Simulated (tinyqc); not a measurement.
A ladder of methods, and size consistency: correlation methods against full CI in the sto-3g basis, for H6, spin multiplicity 1. Computed by the program tinyqc with PySCF. Command: `OMP_NUM_THREADS=1 python tinyqc.py 111244 111245 out.jsonl`; one thread of a shared host (Intel(R) Xeon(R) Processor @ 2.60GHz), about 1 s.

Geometry (angstrom):

| atom | x | y | z |
|---|---|---|---|
| H | 0.0000 | 0.0000 | 0.0000 |
| H | 0.0000 | 0.0000 | 0.7210 |
| H | 0.0000 | 0.0000 | 1.9680 |
| H | 0.0000 | 0.0000 | 2.6890 |
| H | 0.0000 | 0.0000 | 3.9360 |
| H | 0.0000 | 0.0000 | 4.6570 |

RHF energy of one = -3.304274 hartree

All electrons correlated; +Q is the Davidson correction (1 - c0^2) E_corr. The last columns treat two copies 100 angstrom apart as one system. FCI is the lowest singlet.

Correlation energies (hartree):

| method | E_corr of one | share of FCI (%) | E_corr of two at 100 angstrom | two minus twice one (mhartree) |
|---|---|---|---|---|
| MP2 | -0.03924 | 67.232 | -0.07848 | 0.000 |
| CISD | -0.05715 | 97.929 | -0.11095 | 3.354 |
| CISD+Q | -0.05893 | 100.980 | -0.11727 | 0.593 |
| CCSD | -0.05829 | 99.875 | -0.11658 | 0.000 |
| CCSD(T) | -0.05834 | 99.961 | -0.11668 | 0.000 |
| FCI | -0.05836 | 100.000 | - | - |

MP2 recovers 67 %, CISD 97.9 % and CCSD 99.9 % of the FCI value (c0^2 = 0.969 in CISD). MP2 and coupled cluster are size consistent, so their last column vanishes; CISD loses 3.35 mhartree, since a double excitation on each copy is a quadruple of the pair, and the Davidson correction leaves +0.59.
